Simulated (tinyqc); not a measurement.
Worked calculation: band offset of a heterojunction with an interface dipole (two-band chains, self-consistent charge). Values are carried at full precision from step to step, so a last printed digit may differ when a step is redone from the rounded ones.

Sites alternate A, C. Left: A at -G1/2, C at +G1/2, hopping -t1; right: A at D - G2/2, C at D + G2/2, hopping -t2; the bonds across the two interfaces of a ring (C left to A right, C right to A left) have -sqrt(t1 t2). D is the offset of the mid-gaps, so Ev(right) - Ev(left) = D - (G2 - G1)/2 and Ec(right) - Ec(left) = D + (G2 - G1)/2. The closing bond has its sign reversed (antiperiodic ring). Half the levels are filled with two electrons each. The charge moved is q = (electrons on the left) less one a site; the mean over the two interfaces, q/2, is taken as the charge that crosses each, and its dipole opposes the offset: D = D0 - u q/2.

Inputs chosen for the exercise (gaps near those of GaAs and AlAs; the chains and D0 are free models, so the offsets are not those of the real pair; shifted at random, so the results belong to these values and not to a real crystal): G1 = 1.35 eV (gap on the left); G2 = 2.26 eV (gap on the right); t1 = 2.7 eV (hopping on the left); t2 = 2.69 eV (hopping on the right); D0 = 0.68 eV (mid-gap of the right side above that of the left, without dipole); n = 3 (cells a side in the small ring); u = 2.6 eV (potential step per electron moved across); mx = 0.3 (mixing).

## The small ring at D = D0

Fill in H.

H (eV), lower triangle:
```
         AL1      CL1      AL2      CL2      AL3      CL3      AR1      CR1      AR2      CR2      AR3     CR3
AL1  -0.6750
CL1  -2.7000   0.6750
AL2        0  -2.7000  -0.6750
CL2        0        0  -2.7000   0.6750
AL3        0        0        0  -2.7000  -0.6750
CL3        0        0        0        0  -2.7000   0.6750
AR1        0        0        0        0        0  -2.6950  -0.4500
CR1        0        0        0        0        0        0  -2.6900   1.8100
AR2        0        0        0        0        0        0        0  -2.6900  -0.4500
CR2        0        0        0        0        0        0        0        0  -2.6900   1.8100
AR3        0        0        0        0        0        0        0        0        0  -2.6900  -0.4500
CR3   2.6950        0        0        0        0        0        0        0        0        0  -2.6900  1.8100
```

## Levels and site charges

Diagonalise, fill the lower half with two electrons each, and sum the electrons on the left (L) less one a site.

levels (eV): -5.1762  -4.7864  -3.6374  -3.5001  -1.3672  -1.2768  1.7121  2.2482  4.1575  4.3430  5.4540  5.9093

electrons on the sites: AL1 1.3206, CL1 0.7574, AL2 1.2866, CL2 0.7627, AL3 1.2857, CL3 0.7675, AR1 1.2895, CR1 0.6206, AR2 1.3380, CR2 0.6179, AR3 1.3393, CR3 0.6143

q = 0.1804 electrons

Electrons move to the left, the side whose mid-gap lies lower.

## Self-consistent offset

From here on the ring has 24 cells a side.

Start at D = D0; D(out) = D0 - u q(D)/2; D(new) = D + mx (D(out) - D); stop when |D(out) - D| < 1e-7 eV.

Iterations:

| i | D (eV) | q | D(out) (eV) | D(out) - D |
|---|---|---|---|---|
| 0 | 0.68000 | 0.20830 | 0.40922 | -0.271 |
| 1 | 0.59876 | 0.18227 | 0.44305 | -0.156 |
| 2 | 0.55205 | 0.16751 | 0.46224 | -0.0898 |
| 3 | 0.52511 | 0.15906 | 0.47322 | -0.0519 |
| 4 | 0.50954 | 0.15420 | 0.47954 | -0.0300 |
| 5 | 0.50054 | 0.15139 | 0.48319 | -0.0174 |
| 6 | 0.49534 | 0.14977 | 0.48530 | -0.0100 |
| 7 | 0.49232 | 0.14883 | 0.48651 | -0.00581 |
| 8 | 0.49058 | 0.14829 | 0.48722 | -0.00336 |
| ... | ... | ... | ... | ... |
| 24 | 0.48819 | 0.14755 | 0.48819 | -5.33e-07 |
| 25 | 0.48819 | 0.14755 | 0.48819 | -3.09e-07 |
| 26 | 0.48819 | 0.14755 | 0.48819 | -1.79e-07 |
| 27 | 0.48819 | 0.14755 | 0.48819 | -1.03e-07 |
| 28 | 0.48819 | 0.14755 | 0.48819 | -5.98e-08 |

D = 0.4882 eV

Converged at i = 28: the dipole removes 28 % of the starting offset.

## Linear response

chi = (q(+h) - q(-h))/(2h) at D = 0 with h = 0.01 eV; S = 1/(1 + u chi/2); linear estimate D = S D0.

chi = 0.29802 1/eV
S = 0.7208
linear estimate of D = 0.4901 eV

The self-consistent value is 0.4882 eV, -1.9 meV from the estimate. At D = 0 no net charge crosses: the mid-gaps are the neutrality levels of these symmetric chains.

## The line-up

Ev(right) - Ev(left) = D - (G2 - G1)/2 and Ec(right) - Ec(left) = D + (G2 - G1)/2, for D0, for the self-consistent D and for D = 0. Type I: the offsets have opposite signs; type III: one valence edge lies above the other conduction edge; else type II.

Offsets (eV):

| case | D | valence | conduction | type |
|---|---|---|---|---|
| no dipole | 0.680 | 0.225 | 1.135 | type II (staggered) |
| self-consistent | 0.488 | 0.033 | 0.943 | type II (staggered) |
| neutrality levels aligned | 0.000 | -0.455 | 0.455 | type I (straddling) |

The dipole shifts both offsets alike and leaves the type.

## Checks

- q at D = 0 against zero, as particle-hole symmetry demands: both 0.000000.
- q at the self-consistent D on 24 against 48 cells a side: both 0.1475.

(tinyqc, `OMP_NUM_THREADS=1 python tinyqc.py 1481878 1481879 out.jsonl`, Intel(R) Xeon(R) Processor @ 2.30GHz, 1 thread, shared host, about 0.4 s.)
